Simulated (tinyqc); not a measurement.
Quasi-harmonic thermal expansion with mode Grueneisen parameters. Changing the static bulk modulus B0. Computed by tinyqc, a small Python program. Command: `OMP_NUM_THREADS=1 python tinyqc.py 3005172 3005173 out.jsonl qha sweep`. One thread of a shared host (Intel(R) Xeon(R) Processor @ 2.30GHz), about 0.05 s of CPU time with the checks.

A crystal with two atoms a cell; per atom there are 1 transverse acoustic (TA), 1/2 longitudinal acoustic (LA) and 3/2 optical (O) modes. Every frequency of group i scales as nu_i (V/V0)^(-gamma_i). The acoustic groups have Debye spectra, density 3 nu^2/nu_i^3 up to nu_i (40 Gauss-Legendre points); the optical group has one frequency. Static energy: E = (9 V0 B0/16) [y^3 B' + y^2 (2 - 4 y)], y = (V0/V)^(2/3) - 1, with pressure P_s = (3 B0/2) (z^7 - z^5) [1 + (3/4)(B' - 4)(z^2 - 1)], z = (V0/V)^(1/3).

Inputs (values chosen for the exercise, modelled on diamond):

| quantity | value | unit |
|---|---|---|
| static volume V0 | 5.67 | angstrom^3/atom |
| static B' | 3.88 | - |
| frequency nu_TA | 20.2 | THz |
| frequency nu_LA | 29.2 | THz |
| frequency nu_O | 35.1 | THz |
| Grueneisen parameter gamma_TA | 0.29 | - |
| Grueneisen parameter gamma_LA | 0.97 | - |
| Grueneisen parameter gamma_O | 1.1 | - |
| temperature T | 300 | K |
| step factor f | 0.6 | - |

Acoustic groups: Debye.

Constants: h x 1 THz = 4.135667696 meV; k_B = 8.617333262e-05 eV/K; 1 eV/angstrom^3 = 160.2176634 GPa.

Method:
- For a mode with x = h nu/(k_B T), n = 1/(exp(x) - 1): U = h nu (n + 1/2), C/k_B = x^2 n (n + 1); U_i and C_i sum these over group i with its weight per atom.
- Phonon pressure P_ph = sum_i gamma_i U_i/V.
- gamma_th = sum gamma_i C_i / sum C_i; volume expansion coefficient alpha_V = gamma_th C k_B/(B0 V0); linear coefficient alpha_V/3; first-order volume change P_ph/B0.
- Start at V0 and step V(new) = V [1 + f (P_s + P_ph)/B0]; stop when |P_s + P_ph| < 1e-8 GPa, after 60 steps, or when V leaves 0.7 to 1.3 V0.
- B_T = -V d(P_s + P_ph)/dV at fixed T (central difference, step 1e-4 V); alpha_V = sum gamma_i C_i k_B/(B_T V), all at V(T); the linear coefficient is alpha_L = alpha_V/3.
- C_P - C_V = alpha_V^2 B_T V T; the optical frequency is nu_O (V/V0)^(-gamma_O).
- At T = 0, U_i is the zero-point energy (h nu/2 a mode); solve P_s + P_ph = 0.

One run for each value:

| static bulk modulus B0 (GPa) | volume change from V0 (%) | linear expansion coefficient (ppm/K) | linear expansion, Grueneisen estimate (ppm/K) | zero-point volume change (%) |
|---|---|---|---|---|
| 178 | 2.4958 | 2.7913 | 2.6015 | 2.4175 |
| 237 | 1.8687 | 2.0600 | 1.9539 | 1.8113 |
| 317 | 1.3938 | 1.5197 | 1.4608 | 1.3517 |
| 422 | 1.0452 | 1.1304 | 1.0973 | 1.0140 |
| 563 | 0.7825 | 0.8410 | 0.8225 | 0.7592 |
| 751 | 0.5860 | 0.6270 | 0.6166 | 0.5687 |
| 1000 | 0.4398 | 0.4689 | 0.4631 | 0.4269 |
| 1340 | 0.3280 | 0.3488 | 0.3456 | 0.3184 |

Over the rows, volume change from V0 (%) falls from 2.50 to 0.328 (exponent d ln y / d ln x about -1.0 throughout); linear expansion coefficient (ppm/K) falls from 2.79 to 0.349 (exponent d ln y / d ln x about -1.0 throughout); linear expansion, Grueneisen estimate (ppm/K) falls from 2.60 to 0.346 (exponent d ln y / d ln x about -1.00 throughout). The exponent of linear expansion coefficient stays between -1.06 and -1.01, near -1: alpha_L = gamma C/(3 B V). The exponent of zero-point volume change stays between -1.01 and -1.00, near -1: the shift is P_ph/B0. The same phonon pressure moves a soft crystal further. The estimate at V0 is 0.932 of the full alpha in the first row and 0.991 in the last: it is exact in the stiff limit.
